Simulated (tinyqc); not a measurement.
Inside a calculation. Model: binary melting diagram from solution models of liquid and solid. Computed by tinyqc, a small Python program that keeps every step. Command: `OMP_NUM_THREADS=1 python tinyqc.py 3005839 3005840 out.jsonl melt walk`. One thread of a shared host (Intel(R) Xeon(R) Processor @ 2.30GHz), about 0.01 s of CPU time with the checks. Intermediate numbers are printed to about 5 digits and carried at full precision; extremes and crossings named in words are read from the listed rows.

x is the fraction of B. In a phase with interaction L: mu_A = G_A + R T ln(1 - x) + L x^2, mu_B = G_B + R T ln x + L (1 - x)^2. Melting: G(liquid) - G(solid) = H (1 - T/T_m) for each pure component.

Inputs (values chosen for the exercise, for a model alloy): melting point T_A = 1140 K; melting point T_B = 1315 K; heat of melting H_A = 12.1 kJ/mol; heat of melting H_B = 36.3 kJ/mol; liquid interaction L_L = -2.1 kJ/mol; overall fraction x0 = 0.19.

Diagram: eutectic with pure solids.

Constants: R = 8.314462618 J/(mol K).

## The two liquidus branches

Liquid against pure solid A: T = (H_A + L_L x^2)/(H_A/T_A - R ln(1 - x)); against pure solid B: T = (H_B + L_L (1 - x)^2)/(H_B/T_B - R ln x). The higher branch is the stable one; a dash marks a branch without a positive root.

Liquidus temperatures (K):
```
x     branch A  branch B  first solid
0.05    1095.5     655.2            A
0.15    1007.3     801.9            A
0.30     877.1     937.7            B
0.45     749.1    1041.5            B
0.60     622.2    1129.1            B
0.75     493.2    1205.8            B
0.90     349.4    1273.8            B
0.97     254.6    1303.0            B
```

## Eutectic point by bisection

Halve the interval 0.001 to 0.999 for the crossing, 44 times.

Bisection, first 12 steps:
```
step        x  branch A (K)  branch B (K)
1     0.50000        706.78        1072.1
2     0.25050        919.82         897.9
3     0.37525        812.68         992.3
4     0.31288        866.06         947.5
5     0.28169        892.89         923.4
6     0.26609        906.34         910.8
7     0.25830        913.08         904.4
8     0.26220        909.71         907.6
9     0.26414        908.03         909.2
10    0.26317        908.87         908.4
11    0.26366        908.45         908.8
12    0.26341        908.66         908.6
```

eutectic composition x_E = 0.26343

eutectic temperature T_E = 908.64 K

T_E lies 231 K below the lower melting point, and x_E lies on the side of A, the lower-melting component.

## Freezing of the alloy x0

Primary solid forms at the higher branch; just above T_E its mole fraction is (x_E - x0)/x_E for A or (x0 - x_E)/(1 - x_E) for B, and the rest freezes as eutectic, with B making up x_E of it.

liquidus temperature = 972.35 K

fraction of primary solid = 0.27874

freezing range = 63.711 K

The primary solid is A.

## Effect of the liquid interaction

The crossing is found anew for each L_L.

Eutectic point:
```
L_L (kJ/mol)      x_E  T_E (K)
-15.0         0.30887   779.58
-9.7          0.29441   833.19
-4.8          0.27623   882.10
-2.4          0.26497   905.71
0.0           0.25170   928.99
2.0           0.23884   948.07
4.0           0.22413   966.75
```

T_E rises from 780 to 967 K, 9.9 K per kJ/mol on average: attraction in the liquid stabilises it and deepens the eutectic. As attraction grows x_E moves from 0.224 to 0.309, towards 1/2, where mixing gains most.

Checks made by the program: equal chemical potentials at the eutectic (relative difference below 1e-10).
